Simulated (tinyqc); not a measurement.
Six-band Luttinger-Kohn model with strain: sweeps and comparisons. A value that a table varies takes the place of the one given here.

Six-band Luttinger-Kohn model in the basis |3/2,3/2>, |3/2,1/2>, |3/2,-1/2>, |3/2,-3/2>, |1/2,1/2>, |1/2,-1/2>, electron energies, zero at the top of the unstrained valence band. H = -[rows: (P+Q, -S, R, 0, -S/r2, r2 R); (-S*, P-Q, 0, R, -r2 Q, r32 S); (R*, 0, P-Q, S, r32 S*, r2 Q); (0, R*, S*, P+Q, -r2 R*, -S*/r2); (-S*/r2, -r2 Q, r32 S, -r2 R, P+Dso, 0); (r2 R*, r32 S*, r2 Q, -S/r2, 0, P+Dso)], r2 = sqrt(2), r32 = sqrt(3/2). Levels are twofold.

P = c g1 k^2 - av tr(e); Q = c g2 (kx^2 + ky^2 - 2 kz^2) - (b/2)(exx + eyy - 2 ezz); R = c sqrt3 [-g2 (kx^2 - ky^2) + 2i g3 kx ky] + (sqrt3/2) b (exx - eyy) - i d exy; S = 2 c sqrt3 g3 (kx - i ky) kz - d (exz - i eyz); c = hbar^2/2m0, e the strain tensor (not engineering shear).

s11 = (C11 + C12)/((C11 - C12)(C11 + 2 C12)), s12 = -C12/((C11 - C12)(C11 + 2 C12)), s44 = 1/C44; exx = s11 sxx + s12 (syy + szz) and cyclic, exy = s44 sxy/2; tension is positive. A uniaxial stress X along the unit vector n is s_ij = X n_i n_j.

Constants: hbar^2/2m0 = 3.80998211 eV angstrom^2.

Parameters, chosen for this exercise (near those of Ge; shifted at random, so the results belong to these values and not to a real crystal): Dso = 0.304 eV (spin-orbit splitting); g1 = 13.34 (Luttinger gamma1); g2 = 4.22 (gamma2); g3 = 5.63 (gamma3); av = 1.25 eV (valence hydrostatic potential); b = -2.61 eV (tetragonal shear potential); d = -5.61 eV (trigonal shear potential); C11 = 126.9 GPa; C12 = 48.1 GPa; C44 = 70 GPa; load = uniaxial [100] (kind of stress); X1 = 0.5 GPa (size of the stress); E_h = 25 meV (hole energy below the top); X = -1.52 GPa (stress).

## Sweep of a uniaxial [100] stress

Edges at k = 0 and curvature masses of the top pair along [110] and [001] (step 0.0002 1/angstrom); at zero stress the top is fourfold and has no single curvature.

Edges and masses:
```
X (GPa)  top (eV)  second (eV)  third (eV)  splitting (meV)  m [110]  m [001]
-3.00      0.1267      -0.1162     -0.3649            242.9    0.059    0.164
-2.00      0.0774      -0.0774     -0.3376            154.8    0.060    0.150
-1.00      0.0339      -0.0387     -0.3160             72.6    0.062    0.132
0.00       0.0000       0.0000     -0.3040              0.0        -        -
1.00       0.0387      -0.0196     -0.3063             58.4    0.089    0.057
2.00       0.0774      -0.0226     -0.3253            100.0    0.089    0.057
3.00       0.1162      -0.0110     -0.3587            127.2    0.089    0.057
```

The splitting reaches 242.9 meV under compression and 127.2 meV under the same tension; linear shear terms alone would make the two equal, and the difference comes from the coupling to the split-off band. At the ends of the sweep the top pair has a mass along [110] of 0.059 under compression and 0.089 under tension, so compression gives the lighter holes along [110]; along [001] it has 0.164 and 0.057. The top edge itself moves by +127 and +116 meV. The ends of the sweep mean strains up to 3.0 %, beyond the range of linear deformation potentials.

## Which stress helps holes along [110]

Each load has size X1 (biaxial: sxx = syy); masses are curvatures of the top pair at k = 0.

Results:
```
load                         splitting (meV)  top edge (meV)  m [110]  m [001]
uniaxial [110], compression             26.9            11.2    0.040    0.133
uniaxial [110], tension                 25.0            15.9    0.312    0.052
uniaxial [100], compression             34.8            15.5    0.063    0.121
uniaxial [100], tension                 31.2            19.4    0.089    0.057
uniaxial [111], compression             24.0             9.6    0.051    0.075
uniaxial [111], tension                 22.2            14.4    0.130    0.075
biaxial (001), compression              31.2            11.0    0.057    0.204
biaxial (001), tension                  34.8            23.9    0.121    0.043
```

The lightest mass along [110] (0.040) comes with uniaxial [110], compression. The largest splitting (34.8 meV) comes with uniaxial [100], compression; biaxial (001), tension. The heaviest mass along [001] (0.204), which lowers the confinement energy in a (001) channel, comes with biaxial (001), compression. The splitting per GPa follows b (s11 - s12) for loads along cube axes and d s44 for [111]: here 2 |b| (s11 - s12) = 66.2 and |d| s44/sqrt3 = 46.3 meV per GPa in the limit of large Dso; where the splitting nears Dso, mixing with the split-off band makes it depend on the sign of the load.

## Warping of the constant-energy contours (six-band Luttinger-Kohn model)

No strain (e = 0). In the plane kz = 0, |k| where the top and second pairs lie E_h below the top, against the angle from [100]; m = c k^2/E_h.

Contours:
```
angle (degrees)  k top (1/angstrom)  k second (1/angstrom)  m top (m0)  m second (m0)
0                            0.0366                 0.0176       0.204          0.047
9                            0.0375                 0.0175       0.214          0.047
18                           0.0402                 0.0173       0.246          0.046
27                           0.0443                 0.0171       0.300          0.044
36                           0.0490                 0.0169       0.365          0.043
45                           0.0512                 0.0168       0.400          0.043
```

The heavy contour reaches 1.400 times as far along [110] as along [100], the light one 0.957 times. The warping follows g3 - g2 = 1.41 and would vanish for g2 = g3. Along [100] the heavy mass is 1/(g1 - 2 g2) = 0.204 at any energy, while the light one is 0.0471, against 1/(g1 + 2 g2) = 0.0459 at the edge, for E_h/Dso = 0.08.

## What each parameter does

Edges at k = 0 under a uniaxial [100] stress X and the curvature mass of the top pair along [110] (step 0.0002 1/angstrom). Each row changes one parameter from the base and keeps the others.

Results:
```
case             top (eV)  second (eV)  third (eV)  mass (m0)
base               0.0556      -0.0589     -0.3263      0.061
Dso = 0.365 eV     0.0537      -0.0589     -0.3854      0.061
C44 = 84 GPa       0.0556      -0.0589     -0.3263      0.061
g2 = 5.064         0.0556      -0.0589     -0.3263      0.058
d = -6.732 eV      0.0556      -0.0589     -0.3263      0.061
X = -1.216 GPa     0.0426      -0.0471     -0.3200      0.061
C12 = 38.48 GPa    0.0467      -0.0542     -0.3245      0.061
av = 1.5 eV        0.0539      -0.0606     -0.3280      0.061
```

The largest shifts from the base row, up to three for each result and ties (the steps differ in size, so this ranks the rows, not the parameters). top (eV): X -0.0130, C12 -0.0089, Dso -0.0019; unchanged at the printed digits by C44, g2 and d. second (eV): X +0.0118, C12 +0.0047, av -0.0017; unchanged at the printed digits by Dso, C44, g2 and d. third (eV): Dso -0.0591, X +0.0063, C12 +0.0018; unchanged at the printed digits by C44, g2 and d. mass (m0): g2 -0.002; unchanged at the printed digits by Dso, C44, d, X, C12 and av. The Luttinger parameters multiply k^2 and cannot move the edges; av shifts all edges alike and leaves the mass.

(tinyqc, `OMP_NUM_THREADS=1 python tinyqc.py 1080288 1080289 out.jsonl`, Intel(R) Xeon(R) Processor @ 2.30GHz, 1 thread, shared host, about 0.07 s.)
